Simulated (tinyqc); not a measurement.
ESD clamp with bipolar snapback, compact model and design window: one step of the calculation.

The drain junction multiplies the current that enters it: Igen = (M - 1)(Ic + I0), M = 1/(1 - (Vj/BV)^n). The generated holes leave through the substrate resistance and the base of the parasitic npn: Igen = Vb/Rb + Ic/be, Ic = Is exp(Vb/Vt). Terminal current I = Ic + I0 + Igen and voltage V = Vj + I Ro, per width. Isothermal, constant gain.

Question. The snapback curve. For given Vb: Ic, Igen, M = 1 + Igen/(Ic + I0), Vj = BV (1 - 1/M)^(1/n), I and V.

Values chosen for this exercise; values close to those of grounded-gate n-channel clamps: temperature T = 300 K; junction breakdown voltage BV = 8.7 V; exponent of the multiplication n = 4.1; current gain of the parasitic npn be = 11.4; saturation current Is = 3.7e-17 A/um; junction leakage I0 = 9.4e-11 A/um; substrate resistance Rb = 62000 ohm um; drain ballast and contact resistance Ro = 140 ohm um.

Constants: q = 1.602176634e-19 C, kB = 1.380649e-23 J/K, Vt = kB T/q. Results are converted to the units shown.

Vb, point 0 to 8 (V): 0.05  0.3  0.34  0.4  0.45  0.619  0.778  0.798  0.828

Find: Ic; M; Vj; I; V.

Answer.

```
point  Ic (uA/um)        M  Vj (V)  I (uA/um)  V (V)
0       2.560e-10     8580   8.700     0.8065  8.700
1        4.055e-6  4.935e4   8.700      4.839  8.701
2        1.905e-5  4.851e4   8.700      5.484  8.701
3        1.940e-4  2.240e4   8.700      6.452  8.701
4        0.001342     5054   8.700      7.260  8.701
5          0.9267    11.86   8.515      10.99  8.517
6           434.5    1.117   5.014      485.2  5.082
7           941.9    1.101   4.862       1037  5.008
8            3006    1.092   4.760       3283  5.220
```

V peaks at Vt1 = 8.701 V and falls to Vh = 5.008 V: once the npn supplies current, a small M feeds the base. At high current M tends to 1 + 1/be and Vj to BV (1 + be)^(-1/n) = 4.708 V.

Program tinyqc, `OMP_NUM_THREADS=1 python tinyqc.py 2670040 2670041 out.jsonl`; Intel Xeon 2.30GHz, shared host, one thread, about 0.01 s.
